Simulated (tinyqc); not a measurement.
Spin curve: spin coating of a resist or spin-on film: centrifugal thinning, evaporation and the final thickness (Emslie and Meyerhofer models). Computed by tinyqc, a small Python program. Command: `OMP_NUM_THREADS=1 python tinyqc.py 3113840 3113841 out.jsonl spincoat walk`. One thread of a shared host (Intel(R) Xeon(R) Processor @ 2.30GHz), about 0.1 s of CPU time with the checks.

A Newtonian film stays uniform over the wafer; solvent and solids have the same density and the concentration is uniform through the thickness.

Inputs (values chosen for the exercise, of the order of those of a polymer resist in an ester solvent):

| quantity | value | unit |
|---|---|---|
| solids volume fraction c0 | 0.16 | - |
| kinematic viscosity of the solvent nu_s | 1.7 | mm^2/s |
| viscosity constant k | 1200 | mm^2/s |
| viscosity exponent gamma | 3.3 | - |
| spin speed f | 1500 | rpm |
| evaporation rate at 1000 rpm e0 | 0.054 | micrometre/s |
| starting thickness h0 | 500 | micrometre |
| wafer radius R | 150 | mm |

Method:
- omega = 2 pi f/60; nu(c) = nu_s + k c^gamma; evaporation rate e = e0 sqrt(f/1000 rpm).
- Flow constant K = 2 omega^2/(3 nu(c0)); Reynolds number of the air omega R^2/nu_air with nu_air = 15 mm^2/s.
- Meyerhofer estimate: flow rules until (1 - c0) K h^3 = e, then evaporation alone: h_w = (e/((1 - c0) K))^(1/3), dry film c0 h_w.
- Full model for solids s and liquid l per area, h = s + l, c = s/h: ds/dt = -c Q, dl/dt = -(1 - c) Q - e, Q = 2 omega^2 h^3/(3 nu(c)); integrated adaptively (relative tolerance 1e-9) until l = 0.

dry film, estimate = 446.371 nm

Dry film against speed:

| f (rpm) | full model (nm) | estimate (nm) | time to dry (s) |
|---|---|---|---|
| 500 | 888.78 | 773.14 | 139.81 |
| 1000 | 628.46 | 546.69 | 69.91 |
| 1500 | 513.14 | 446.37 | 46.61 |
| 2000 | 444.39 | 386.57 | 34.95 |
| 3000 | 362.84 | 315.63 | 23.30 |
| 4000 | 314.23 | 273.35 | 17.48 |
| 6000 | 256.57 | 223.19 | 11.65 |

What does the comparison show, and why?

The full thickness goes as f^-0.500; the estimate as (e/omega^2)^(1/3) = f^(-1/2). The time to dry goes as f^-1.00. A thickness window of 1 % allows a speed error of about 2 %.
